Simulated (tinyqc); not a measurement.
Inside a calculation: Slater-Koster d bands of a bcc metal. Values are carried at full precision from step to step, so a last printed digit may differ when a step is redone from the rounded ones.

Slater-Koster d bands. For a bond with direction cosines (l, m, n) the 5 x 5 block is dds Ps + ddp Pp + ddd (1 - Ps - Pp), the projectors on sigma, pi and delta states about the bond; for instance <xy|xy> = 3 l^2 m^2 dds + (l^2 + m^2 - 4 l^2 m^2) ddp + (n^2 + l^2 m^2) ddd, <xy|yz> = 3 l m^2 n dds + l n (1 - 4 m^2) ddp + l n (m^2 - 1) ddd and <3z2-r2|3z2-r2> = (n^2 - (l^2 + m^2)/2)^2 dds + 3 n^2 (l^2 + m^2) ddp + (3/4)(l^2 + m^2)^2 ddd. H(k) sums the blocks times cos(k.R) over the neighbours; the d level is the zero of energy; k in 2 pi/a.

Parameters, chosen for this exercise (of the size met in Nb; not measured data):

| symbol | value | unit | meaning |
|---|---|---|---|
| dds | -1.199 | eV | dd sigma |
| ddp | 0.623 | eV | dd pi |
| ddd | -0.18 | eV | dd delta |
| f2 | 0.487 |  | factor on all three integrals for second neighbours |
| k | (0.6, 0.45, 0) | 2 pi/a | wave vector |
| Nd | 4 |  | d electrons per atom |

## The block of one bond

Direction (1,1,1)/sqrt3; its eigenvalues must be dds once, ddp twice and ddd twice.

block (eV), lower triangle:
```
             xy       yz       zx   x2-y2  3z2-r2
xy      -0.3412
yz      -0.4289  -0.3412
zx      -0.4289  -0.4289  -0.3412
x2-y2         0  -0.2677   0.2677  0.3553
3z2-r2  -0.3091   0.1545   0.1545       0  0.3553
```

## Levels at Gamma

Neighbours: eight at (a/2)(1,1,1) and equivalents, and six at a(1,0,0) and equivalents with the integrals times f2.

Summing the blocks at k = 0 gives E(t2g) = (8/3) dds + (16/9) ddp + (32/9) ddd + f2 (4 ddp + 2 ddd), E(eg) = (16/3) ddp + (8/3) ddd + f2 (3 dds + 3 ddd).

levels (eV): t2g (threefold) -1.6915, eg (twofold) 0.8279

The t2g level lies lower, by 2.5194 eV.

## The Hamiltonian at one k

Sum over the neighbours.

H(k) (eV), lower triangle:
```
             xy      yz      zx   x2-y2   3z2-r2
xy      -1.1114
yz            0  0.3035
zx            0  3.2230  0.4146
x2-y2         0       0       0  1.3060
3z2-r2   2.3226       0       0  0.0610  -0.5599
```

## Levels and character

Diagonalise H; t2g is xy, yz, zx and eg the other two.

levels (eV): -3.1750  -2.8644  1.2963  1.5133  3.5825

weights:
```
     band 1  band 2  band 3  band 4  band 5
t2g   0.559   1.000   0.022   0.419   1.000
eg    0.441   0.000   0.978   0.581   0.000
```

## Levels at points of symmetry

Coordinates: G (0, 0, 0), H (1, 0, 0), N (0.5, 0.5, 0), P (0.5, 0.5, 0.5); the others lie half way.

Levels (eV):

| k | band 1 | band 2 | band 3 | band 4 | band 5 |
|---|---|---|---|---|---|
| G | -1.691 | -1.691 | -1.691 | 0.828 | 0.828 |
| G-H 0.5 | -1.664 | -0.175 | -0.175 | 0.321 | 1.389 |
| H | -4.857 | -4.857 | 3.768 | 3.768 | 3.768 |
| N | -3.385 | -3.256 | 1.664 | 1.675 | 3.606 |
| P | -1.038 | -1.038 | -1.038 | 2.015 | 2.015 |
| P-G 0.5 | -2.505 | -2.505 | 1.332 | 1.332 | 1.461 |
| G-N 0.5 | -2.474 | -2.171 | 0.884 | 0.957 | 1.246 |

On these points the bands run from -4.857 (H) to 3.768 eV (H).

## Second moment and the rectangular band

mu2 = z (dds^2 + 2 ddp^2 + 2 ddd^2)/5 per orbital, with z = 8 + 6 f2^2. A rectangular band with the same mu2 has width W = sqrt(12 mu2), Fermi level W (Nd/10 - 1/2) and bond energy -W Nd (10 - Nd)/20 (Friedel).

mu2 = 4.2944 eV^2
W = 7.1786 eV
Fermi level = -0.7179 eV
bond energy per atom = -8.6143 eV

The bond energy is the attractive part alone; the repulsion between atoms, left out, cancels a large share of it in the cohesive energy.

## Checks

- Levels at Gamma from the formulas against H(0): they agree to 1e-10 or better.
- Second moment from the formula against the mean square level on the mesh: both 4.29437.

Program tinyqc; command `OMP_NUM_THREADS=1 python tinyqc.py 1451274 1451275 out.jsonl`; about 0.06 s on one thread of a shared Intel(R) Xeon(R) Processor @ 2.30GHz.
